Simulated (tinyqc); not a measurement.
Thermoelectric coefficients of a parabolic band, Landauer integrals: effect of the Fermi level.

Bulk parabolic band, x = (E - Ec)/kB T, C = hbar^2/(2 m0), kB T in eV. Modes per area gv m kB T x/(4 pi C) times the back-scattering length l0 x^rr give the transport function s0 X(x), s0 = (2 q^2/h) gv m kB T l0/(4 pi C), X = x^(1 + rr). I_k = int X (x - eta)^k w dx, w = 1/(4 cosh^2((x - eta)/2)).

sigma = s0 I_0, S = -(kB/q) I_1/I_0, Lorenz number L = (kB/q)^2 [I_2/I_0 - (I_1/I_0)^2], kappa_e = L sigma T. Power factor S^2 sigma, ZT = S^2 sigma T/(kappa_e + kL). The integrals are converged.

Parameters, values chosen for the exercise: temperature T = 200 K; mass of one valley m = 0.32 m0; valleys gv = 4; back-scattering length at x = 1 l0 = 6.1 nm; energy exponent of that length rr = 0; lattice thermal conductivity kL = 2.7 W/(m K).

Constants: q = 1.602176634e-19 C, kB = 1.380649e-23 J/K, hbar = 1.054571817e-34 J s, h = 6.62607015e-34 J s, m0 = 9.1093837015e-31 kg, Vt = kB T/q, hbar^2/(2 m0) = 0.0380998212 eV nm^2. Results are converted to the units shown.

Result of one run:

| eta | sigma (S/cm) | S (uV/K) | kappa_e (W/(m K)) | power factor (mW/(m K^2)) | ZT |
|---|---|---|---|---|---|
| 4 | 875.0 | -68.22 | 0.3666 | 0.4072 | 0.02656 |

What becomes of these results when the reduced Fermi level (EF - Ec)/kB T eta is changed from 4 to 3, all else the same?

Result of the changed run:

| eta | sigma (S/cm) | S (uV/K) | kappa_e (W/(m K)) | power factor (mW/(m K^2)) | ZT |
|---|---|---|---|---|---|
| 3 | 663.9 | -86.09 | 0.2636 | 0.4921 | 0.03321 |

The whole series:

| eta | sigma (S/cm) | S (uV/K) | kappa_e (W/(m K)) | power factor (mW/(m K^2)) | ZT |
|---|---|---|---|---|---|
| -4 | 3.953 | -517.8 | 0.001177 | 0.1060 | 0.007847 |
| -3 | 10.58 | -433.0 | 0.003162 | 0.1984 | 0.01468 |
| -2 | 27.64 | -350.2 | 0.008341 | 0.3391 | 0.02504 |
| -1 | 68.22 | -272.5 | 0.02106 | 0.5065 | 0.03723 |
| 0 | 150.9 | -204.5 | 0.04870 | 0.6313 | 0.04593 |
| 1 | 286.0 | -150.9 | 0.09856 | 0.6510 | 0.04653 |
| 2 | 463.2 | -112.4 | 0.1719 | 0.5851 | 0.04074 |
| 3 | 663.9 | -86.09 | 0.2636 | 0.4921 | 0.03321 |
| 4 | 875.0 | -68.22 | 0.3666 | 0.4072 | 0.02656 |
| 5 | 1090 | -55.81 | 0.4752 | 0.3397 | 0.02139 |
| 6 | 1307 | -46.95 | 0.5861 | 0.2881 | 0.01753 |

sigma rises from 3.95 to 1310 S/cm, and S rises from -518 to -46.9 uV/K. Among the rows the power factor is largest at eta = 1 and ZT, 0.0465, at eta = 1, where S = -151 uV/K.

Range of the model: Parabolic bands, elastic scattering and a fixed kL make these model figures, not those of a material.

Program tinyqc, `OMP_NUM_THREADS=1 python tinyqc.py 2800135 2800136 out.jsonl`; Intel Xeon 2.30GHz, shared host, one thread, about 0.1 s.
